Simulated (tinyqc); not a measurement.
Low-temperature mobility of a two-dimensional electron gas with static screening: one step, computed by the program tinyqc. Command: `OMP_NUM_THREADS=1 python tinyqc.py 3018113 3018114 out.jsonl twodeg walk`. One thread of a shared host (Intel(R) Xeon(R) Processor @ 2.30GHz), about 0.01 s of CPU time with the checks.

One subband is filled, the gas is degenerate and scatters at the Fermi circle; one permittivity serves on both sides of the interface. All formulas are in SI units, masses times m_0. Piezoelectric and polar phonons are left out, and n_s is taken as set by a gate, independent of N_i.

Question. Interface roughness. Form factors with u = q/b: screening G(q) = [1 + 9u/8 + 3u^2/8]/(1 + u)^3, remote charge P(q) = exp(-q d)/(1 + u)^3. Dielectric function eps(q) = 1 + q_TF G(q)/q, with q = 2 k_F sin(theta/2). Roughness: <|U|^2> = (e F)^2 S(q), S = pi Delta^2 Lambda^2/(1 + q^2 Lambda^2/2)^(3/2). 1/tau_t = (m/(pi hbar^3)) int_0^pi (1 - cos theta) <|U|^2>/eps(q)^2 dtheta; the quantum rate 1/tau_q drops the factor (1 - cos theta); 200 Gauss-Legendre points in s with theta = pi s^2, s from 0 to 1; mu = e tau_t/m.

Inputs (values chosen for the exercise, modelled on a silicon inversion layer): in-plane mass m = 0.189 m_0; permittivity eps = 11.7; roughness height Delta = 0.32 nm; correlation length Lambda = 7.8 nm; remote charge density N_i = 3e+10 1/cm^2; distance d of the charges from the interface = 0.74 nm.

Wave function: Fang-Howard. Roughness spectrum: exponential.

k_F = 0.3544908 1/nm

b = 1.678366 1/nm

q_TF = 1.221054 1/nm

effective field F = 0.4191265 MV/cm

Constants: m_0 = 9.1093837015e-31 kg; hbar = 1.054571817e-34 J s; e = 1.602176634e-19 C; eps_0 = 8.8541878128e-12 F/m.

Give: tau_t, roughness; tau_q, roughness; roughness mobility; tau_t/tau_q, roughness.

Answer.

tau_t, roughness = 1.501 ps

tau_q, roughness = 1.362 ps

roughness mobility = 13967 cm^2/(V s)

tau_t/tau_q, roughness = 1.102

k_F Lambda = 2.77.
